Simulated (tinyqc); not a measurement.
Tunnelling through a gate dielectric with the two-band (Franz) dispersion, WKB transmission and Tsu-Esaki current: two steps of the calculation.

Electrons leave the emitter at x = 0. Energies E (motion across the layers) are in eV from the emitter Fermi level; the collector Fermi level lies at -V and offers states at every E. No charge in the dielectric and no image force: F1 = V/t1, U = phi1 - F1 x. With C = hbar^2/(2 m0), kappa = sqrt(m u (1 - u/Egx)/C), u = U - E where U > E and 0 elsewhere; T(E) = exp(-S), S = 2 times the integral of kappa over x.

Inputs (values chosen for the exercise); dielectric values close to those of silicon dioxide:
- phi1 = 3.19 eV (barrier of layer 1 above the emitter Fermi level at zero bias)
- m1 = 0.5 m0 (tunnelling mass of layer 1)
- t1 = 2.3 nm (thickness of layer 1)
- Egx = 7 eV (gap parameter of the two-band dispersion, set freely)
- V = 1.1 V (voltage across the dielectric)
- E = 0 eV (energy of the electron followed)
- nc = 7 (cells in each layer)

Constants: q = 1.602176634e-19 C, hbar = 1.054571817e-34 J s, m0 = 9.1093837015e-31 kg, hbar^2/(2 m0) = 0.0380998212 eV nm^2. Results are converted to the units shown.

Task 1. WKB exponent by the midpoint rule. Cut each layer into nc equal cells, take U and kappa at the cell centres, and sum S = 2 sum kappa h.

Give: x; U; kappa; S; T(E).

Result 1.

```
cell  x (nm)  U (eV)  kappa (1/nm)
0     0.1643  3.1114        4.7627
1     0.4929  2.9543        4.7337
2     0.8214  2.7971        4.6947
3     1.1500  2.6400        4.6454
4     1.4786  2.4829        4.5855
5     1.8071  2.3257        4.5145
6     2.1357  2.1686        4.4320
```

S = 21.271
T(E) = 5.7849e-10

Task 2. WKB exponent in closed form. Each layer adds (2/F) sqrt(m/C) [G(u at its left edge) - G(u at its right edge)] to S, with u = U - E (0 where negative) and G(u) = Egx^1.5 (th - sin(4 th)/4)/4, th = arcsin sqrt(u/Egx). The slope follows from 1/d = -dS/dE.

Give: S; T(E); energy d over which T(E) grows by a factor e.

Result 2.

S = 21.27
T(E) = 5.797e-10
energy d over which T(E) grows by a factor e = 0.6175 eV

The midpoint rule gives S = 21.271, so its T(E) is 0.21 % below this value. The band edge stays above E through the whole stack: direct tunnelling through a trapezoid.

Numbers from tinyqc (`OMP_NUM_THREADS=1 python tinyqc.py 2540071 2540072 out.jsonl`; about 0.01 s on one thread of a shared Intel Xeon 2.30GHz).
